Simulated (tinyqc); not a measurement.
# Free and trapped electrons in a MOS channel with a dense trap tail: what changes with what

p-type body, charge-sheet picture, full ionisation (an idealisation for deep acceptors), Boltzmann statistics for free electrons. e = Ec - EF at the surface. Acceptor-like traps of density D(E) = D0 + De exp(-E/Ew) at depth E below Ec, from 0 to Eu, hold n_t = integral of D(E)/(1 + exp((e - E)/Vt)). psi = Eg - Vt ln(Nv/Na) - e; N_dep = sqrt(2 eps0 eps_r Na (psi - Vt)/q); n_f = sqrt(N_dep^2 + 2 eps0 eps_r Vt Nc exp(-e/Vt)/q) - N_dep; Vg = Vfb + psi + q (N_dep + n_t + n_f)/Cox, Cox = eps0 eox/tox.

Inputs (values chosen for the exercise); band and dielectric values close to those of gallium nitride:
```
symbol,value,unit,meaning
T,475,K,temperature
Eg,3.44,eV,band gap
eps_r,9.43,,relative permittivity
Nc,4.52e18,cm^-3,conduction-band density of states at T
Nv,9.03e19,cm^-3,valence-band density of states at T
eox,3.9,,relative permittivity of the insulator
tox,53,nm,insulator thickness
Na,7.5e16,cm^-3,acceptor density
Vfb,-2.27,V,flat-band voltage without trapped charge
D0,1.1e11,cm^-2 eV^-1,constant background density of acceptor-like traps
De,5e12,cm^-2 eV^-1,density of the tail at the conduction edge
Ew,0.1,eV,decay energy of the tail
Eu,0.78,eV,depth below Ec down to which the traps reach
mf,110,cm^2/(V s),mobility of free electrons
```

Constants: q = 1.602176634e-19 C, kB = 1.380649e-23 J/K, Vt = kB T/q, eps0 = 8.8541878128e-14 F/cm where lengths are in cm. Results are converted to the units shown.

Each table varies one quantity; the others keep the values above.

## Free and trapped charge against gate voltage

Free share n_f/(n_f + n_t); swing ln 10 n_f/(dn_f/dVg); field-effect mobility mf q (dn_f/dVg)/Cox, for a constant mf; oxide field q (N_dep + n_t + n_f)/(eps0 eox).

Result of one run:
```
Vg (V)	e (eV)	n_f (cm^-2)	n_t (cm^-2)	free share (%)	swing (mV/decade)	field-effect mobility (cm^2/(V s))	oxide field (MV/cm)
8.2	-0.02469	8.791e11	5.227e11	62.71	5504	99.48	1.377
```

What becomes of these results when the gate voltage Vg is changed from 8.2 to 6.1 V, all else the same?

Result of the changed run:
```
Vg (V)	e (eV)	n_f (cm^-2)	n_t (cm^-2)	free share (%)	swing (mV/decade)	field-effect mobility (cm^2/(V s))	oxide field (MV/cm)
6.1	0.04564	1.923e11	4.017e11	32.38	1764	67.93	0.9936
```

The whole series:
```
Vg (V)	e (eV)	n_f (cm^-2)	n_t (cm^-2)	free share (%)	swing (mV/decade)	field-effect mobility (cm^2/(V s))	oxide field (MV/cm)
3.9	0.5381	1.329e6	2.950e10	0.004504	192.3	0.004305	0.6714
5	0.1542	1.460e10	2.039e11	6.681	554.6	16.40	0.8065
6.1	0.04564	1.923e11	4.017e11	32.38	1764	67.93	0.9936
7.1	0.003506	4.908e11	4.822e11	50.44	3394	90.08	1.174
8.2	-0.02469	8.791e11	5.227e11	62.71	5504	99.48	1.377
9.3	-0.04458	1.293e12	5.432e11	70.41	7781	103.5	1.580
10.4	-0.06004	1.718e12	5.551e11	75.58	1.014e4	105.5	1.785
11.5	-0.07274	2.150e12	5.625e11	79.26	1.255e4	106.6	1.990
12.6	-0.08355	2.585e12	5.675e11	82.00	1.500e4	107.4	2.196
```

n_f reaches 1e11 cm^-2 at Vg = 5.68 V, against 4.84 V without traps. The free share rises from 0.00450 to 82.0 % and the field-effect mobility rises from 0.00430 to 107 cm^2/(V s), although mf = 110 is constant: in the last row 97.6 % of Cox dVg goes into free electrons. The swing in the first row is 192 mV a decade (Vt ln 10 = 94.3). For Vg = 6.1, 7.1, 8.2, 9.3, 10.4, 11.5, 12.6 EF lies less than 2 Vt below the band edge, or above it, where degeneracy and confinement, left out, matter.

## Effect of the density of the tail at the conduction edge

VT is the Vg for n_f = 1e11 cm^-2; swing ln 10 n_f/(dn_f/dVg) at n_f = 1e8 cm^-2; the last three columns are for Vg = VT + 4.2 V, with free share n_f/(n_f + n_t) and field-effect mobility mf q (dn_f/dVg)/Cox; there EF is near the band edge, where Boltzmann statistics are rough.

Result of one run:
```
De (cm^-2 eV^-1)	e at VT (eV)	VT (V)	q n_t/Cox at VT (V)	swing (mV/decade)	n_f (cm^-2)	free share (%)	field-effect mobility (cm^2/(V s))
2e14	0.07377	31.22	26.38	1884	1.614e11	1.289	4.856
```

What becomes of these results when the density of the tail at the conduction edge De is changed from 2e14 to 1e12 cm^-2 eV^-1, all else the same?

Result of the changed run:
```
De (cm^-2 eV^-1)	e at VT (eV)	VT (V)	q n_t/Cox at VT (V)	swing (mV/decade)	n_f (cm^-2)	free share (%)	field-effect mobility (cm^2/(V s))
1e12	0.07377	5.160	0.3203	192.0	1.672e12	90.35	107.1
```

The whole series:
```
De (cm^-2 eV^-1)	e at VT (eV)	VT (V)	q n_t/Cox at VT (V)	swing (mV/decade)	n_f (cm^-2)	free share (%)	field-effect mobility (cm^2/(V s))
1e12	0.07377	5.160	0.3203	192.0	1.672e12	90.35	107.1
2e12	0.07377	5.291	0.4512	200.5	1.633e12	85.72	106.6
5e12	0.07377	5.683	0.8440	226.0	1.517e12	73.39	104.7
1e13	0.07377	6.338	1.499	268.5	1.334e12	57.03	100.6
2e13	0.07377	7.647	2.808	353.5	1.010e12	35.07	88.23
4e13	0.07377	10.27	5.427	523.6	5.824e11	14.70	54.20
9e13	0.07377	16.81	11.97	948.7	2.659e11	4.000	15.97
2e14	0.07377	31.22	26.38	1884	1.614e11	1.289	4.856
```

As De goes from 1e12 to 2e14, VT rises from 5.16 to 31.2 V, its part due to traps rises from 0.320 to 26.4 V, the swing rises from 192 to 1880 mV/decade and the field-effect mobility falls from 107 to 4.86 cm^2/(V s). In every row e is under 2 Vt already at VT, so VT too is rough.

Numbers from tinyqc (`OMP_NUM_THREADS=1 python tinyqc.py 2222030 2222031 out.jsonl`; about 0.03 s on one thread of a shared Intel Xeon 2.30GHz).
